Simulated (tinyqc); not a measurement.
Estimate of lattice thermal conductivity from elastic moduli (Slack, Klemens and Cahill formulas): one step, computed by the program tinyqc. Command: `OMP_NUM_THREADS=1 python tinyqc.py 3029843 3029844 out.jsonl slack walk`. One thread of a shared host (Intel(R) Xeon(R) Processor @ 2.30GHz), about 0.01 s of CPU time with the checks.

An isotropic solid.

Question. Conductivity of the perfect crystal. Slack, an estimate for T near or above Theta_a: kappa = A M Theta_a^3 delta n^(1/3)/(gamma^2 T) in W/(m K), with M in u, delta = V^(1/3) in angstrom, Theta_a = Theta n^(-1/3) and A = 2.43e-6/(1 - 0.514/gamma + 0.228/gamma^2).

Inputs (values chosen for the exercise, for a model crystal):
```
quantity                    value        unit
volume per atom V            33.8  angstrom^3
mean atomic mass M           43.9           u
atoms per primitive cell n      1           -
temperature T                 300           K
```

Grueneisen parameter: from the Poisson ratio.

Debye temperature Theta = 883.5835 K

Grueneisen parameter gamma = 1.174178

Give: acoustic Debye temperature Theta_a; A; kappa of the perfect crystal.

Answer.

acoustic Debye temperature Theta_a = 883.58 K

A = 3.3397e-06

kappa of the perfect crystal = 790.60 W/(m K)

Caution: T lies below Theta_a, where umklapp processes begin to freeze out and the Slack formula can fall short.
